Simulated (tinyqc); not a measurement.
## Density and mobility of a removed layer (differential Hall)

Inverse problem. For layers in parallel the sheet conductance g = 1/Rs and the product g mu_H (mu_H signed, unit Hall factors) are additive. Find the sheet density and mobility of the layer that was removed, and its share of the conductance.

Constants: q = 1.602176634e-19 C. Results are converted to the units shown.

Rs before and after removing the top layer (ohm/square): [77.246399, 300.07255]
apparent mobility before and after, signed (cm^2/(V s)): [85.742574, 160]

Solution. The differences give g1 = q n mu and g1 mu = q n mu^2; their ratio is mu and g1^2/(q g1 mu) is n.

sheet density = 1.00e15 cm^-2
mobility = 60.0 cm^2/(V s)
share of the conductance = 74.3 %

Computed by the program tinyqc: `OMP_NUM_THREADS=1 python tinyqc.py 2850221 2850222 out.jsonl`, one thread of a shared Intel Xeon 2.30GHz, about 0.01 s for the whole run.
